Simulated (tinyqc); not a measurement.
Worked calculation: UHF in the sto-6g basis, for H6, spin multiplicity 1. One step of it, computed by the program tinyqc.

Task: Iteration 2: DIIS coefficients. Solve [B -1; -1 0][c; lambda] = [0; -1] for the coefficients, which sum to one.

B (overlaps of the stored error matrices):
```
[[8.3348191e-01, 4.2479425e-02],
 [4.2479425e-02, 5.7455258e-02]]
```

Give: DIIS coefficients.

Result:

DIIS coefficients: [0.0186, 0.9814]
